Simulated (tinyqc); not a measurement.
Leakage through a gate insulator: direct, Fowler-Nordheim, trap-assisted and Poole-Frenkel currents: one step, computed by the program tinyqc. Command: `OMP_NUM_THREADS=1 python tinyqc.py 3016098 3016099 out.jsonl oxideleak walk`. One thread of a shared host (Intel(R) Xeon(R) Processor @ 2.30GHz), about 0.01 s of CPU time with the checks.

Electrons enter from the cathode Fermi level at x = 0; the conduction band of the insulator lies phi_b - e F x above it, F = V/t. WKB exponents use a parabolic band with mass m.

Question. Field and tunnelling without traps. For a level a distance phi(x) below the band, the WKB exponent is 2 int kappa dx with kappa = sqrt(m phi/(hbar^2/2m_0)); for a linear barrier from phi_1 down to phi_2 = max(phi_1 - e F d, 0) it is G = (4/3) sqrt(m/(hbar^2/2m_0)) (phi_1^(3/2) - phi_2^(3/2))/(e F). J_tun = e^3 F^2/(16 pi^2 hbar m phi_b) x exp(-G) / [1 - sqrt(phi_2/phi_b)]^2 with the free-electron mass in the cathode (m in m_0), phi_2 = max(phi_b - e V, 0): direct tunnelling for e V < phi_b, Fowler-Nordheim above. Image forces, back-flow and the limit on supply are left out, so J_tun is overstated below about 0.5 V. Equivalent oxide thickness = 3.9 t/eps_ox.

Inputs (values chosen for the exercise, with an insulator like SiO2):

| quantity | value | unit |
|---|---|---|
| thickness t | 2 | nm |
| barrier phi_b | 3.22 | eV |
| tunnelling mass m | 0.45 | m_0 |
| static constant eps_ox | 3.94 | - |
| voltage across the insulator V | 0.41 | V |

Constants: hbar^2/(2 m_0) = 3.80998212 eV angstrom^2; e = 1.602176634e-19 C; hbar = 1.054571817e-34 J s.

Give: field F; equivalent oxide thickness; WKB exponent G; tunnelling current J_tun.

Answer.

field F = 2.05 MV/cm

equivalent oxide thickness = 1.980 nm

WKB exponent G = 23.87

tunnelling current J_tun = 0.04456 A/cm^2

The barrier is a trapezoid: direct tunnelling. Caution: at so low a voltage the back-flow from the anode and the carrier supply, left out of this formula, matter.
